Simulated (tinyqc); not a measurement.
# On-chip interconnect, size-dependent resistivity and RC delay: two studies

A rectangular line between two neighbours and two ground planes. Surface and grain-boundary scattering are added to the bulk resistivity as corrections; capacitances are parallel-plate values without fringing; inductance is ignored.

Values chosen for this exercise; metal values close to those of copper:

| symbol | value | unit | meaning |
|---|---|---|---|
| rho0 | 1.71 | uohm cm | bulk resistivity |
| lam | 39.2 | nm | bulk mean free path |
| ps | 0 |  | specular share of surface scattering |
| Rg | 0.41 |  | reflection coefficient of grain boundaries |
| gr | 1 |  | grain size over the metal width |
| wd | 17 | nm | drawn line width |
| AR | 2.5 |  | aspect ratio, height over width |
| tl | 2.8 | nm | liner on both walls and the bottom, not conducting |
| sp | 34 | nm | space to the neighbouring lines |
| hd | 38 | nm | dielectric height to the planes above and below |
| ek | 3 |  | relative permittivity of the dielectric |
| Mf | 2 |  | Miller factor of the neighbours |
| Lw | 26 | um | line length |
| Rd | 1400 | ohm | driver resistance |
| Cl | 0.51 | fF | load capacitance |
| rho2 | 6.27 | uohm cm | bulk resistivity of the second metal (close to cobalt) |
| lam2 | 11.9 | nm | mean free path of the second metal |
| tl2 | 0 | nm | liner of the second metal |

Constants: eps0 = 8.8541878128e-12 F/m. Results are converted to the units shown.

Each table varies one quantity; the others keep the values above.

## Delay against the space to the neighbouring lines

Metal width x = wd - 2 tl, height y = AR wd - tl; grain boundaries (Mayadas-Shatzkes): al = (lam/(gr x)) Rg/(1 - Rg), g = 1/[1 - 3 al/2 + 3 al^2 - 3 al^3 ln(1 + 1/al)] - 1; surfaces (Fuchs-Sondheimer, thick limit): s = (3/8) lam (1 - ps)(1/x + 1/y); rho = rho0 (1 + g + s); r = rho/(x y); c = eps0 ek (2 wd/hd + 2 Mf AR wd/sp). Elmore delay tE = Rd (c Lw + Cl) + r Lw (c Lw/2 + Cl); t50 is the time at which the far end of a ladder of 30 pi sections (half capacitances at both ends, Cl at the far end, a step applied through Rd) reaches half the step; line share r Lw/(Rd + r Lw); estimate 0.69 Rd (c Lw + Cl) + 0.38 r c Lw^2 + 0.69 r Lw Cl.

The same in every row: rho (uohm cm) = 10.09; r (ohm/um) = 222.9; line share of the resistance (%) = 80.55.

Results:

| sp (nm) | c (fF/um) | tE (ps) | t50 (ps) | estimate (ps) |
|---|---|---|---|---|
| 8.5 | 0.5550 | 65.70 | 49.28 | 48.26 |
| 12 | 0.4001 | 48.38 | 36.29 | 35.49 |
| 16 | 0.3060 | 37.87 | 28.40 | 27.74 |
| 23 | 0.2201 | 28.27 | 21.19 | 20.67 |
| 44 | 0.1264 | 17.80 | 13.32 | 12.95 |
| 61 | 0.09779 | 14.60 | 10.91 | 10.59 |
| 85 | 0.07689 | 12.26 | 9.145 | 8.867 |

Estimate the missing row, sp = 32 nm.

Computed row:

| sp (nm) | c (fF/um) | tE (ps) | t50 (ps) | estimate (ps) |
|---|---|---|---|---|
| 32 | 0.1649 | 22.10 | 16.55 | 16.12 |

With this row back in the table: As sp goes from 8.5 to 85, r stays at 223 ohm/um, c falls from 0.555 to 0.0769 fF/um and t50 falls from 49.3 to 9.15 ps. t50/tE lies between 0.746 and 0.750, and the estimate is within 3.0 % of t50.

## Two metals against line width

Metal width x = wd - 2 tl, height y = AR wd - tl; grain boundaries (Mayadas-Shatzkes): al = (lam/(gr x)) Rg/(1 - Rg), g = 1/[1 - 3 al/2 + 3 al^2 - 3 al^3 ln(1 + 1/al)] - 1; surfaces (Fuchs-Sondheimer, thick limit): s = (3/8) lam (1 - ps)(1/x + 1/y); rho = rho0 (1 + g + s); r = rho/(x y). The second metal has rho2, lam2 and tl2 in place of rho0, lam and tl; ps, Rg, gr and AR are shared.

Two metals against line width:

| wd (nm) | rho, first (uohm cm) | rho, second (uohm cm) | r, first (ohm/um) | r, second (ohm/um) | ratio second/first |
|---|---|---|---|---|---|
| 8 | 39.633 | 20.090 | 9601.0 | 1255.6 | 0.13078 |
| 10 | 22.776 | 17.362 | 2331.7 | 694.48 | 0.29784 |
| 13 | 14.446 | 14.838 | 657.30 | 351.19 | 0.53428 |
| 17 | 10.090 | 12.851 | 222.95 | 177.87 | 0.79782 |
| 22 | 7.5986 | 11.378 | 88.761 | 94.032 | 1.0594 |
| 30 | 5.7124 | 10.036 | 32.426 | 44.604 | 1.3755 |
| 45 | 4.2202 | 8.7974 | 9.7640 | 17.377 | 1.7797 |
| 70 | 3.2643 | 7.9054 | 2.9436 | 6.4534 | 2.1924 |
| 120 | 2.5961 | 7.2303 | 0.76356 | 2.0084 | 2.6303 |

What does the comparison show?

The resistivity of the first metal falls from 39.6 to 2.60 uohm cm and that of the second goes from 20.1 to 7.23 uohm cm as the line widens. The products rho0 lam, which set the size effect, are 67.0 and 74.6 uohm cm nm. The two resistances cross at wd = 20.8 nm: below it the second metal gives the lower line resistance. For widths well under the mean free path the thick-limit surface term is only a guide.

Range of the model: The metal width is under the mean free path, where the thick-limit surface term and the simple sum of corrections lose accuracy.

tinyqc, about 0.01 s, one thread, Intel Xeon 2.30GHz (shared host): `OMP_NUM_THREADS=1 python tinyqc.py 2100167 2100168 out.jsonl`
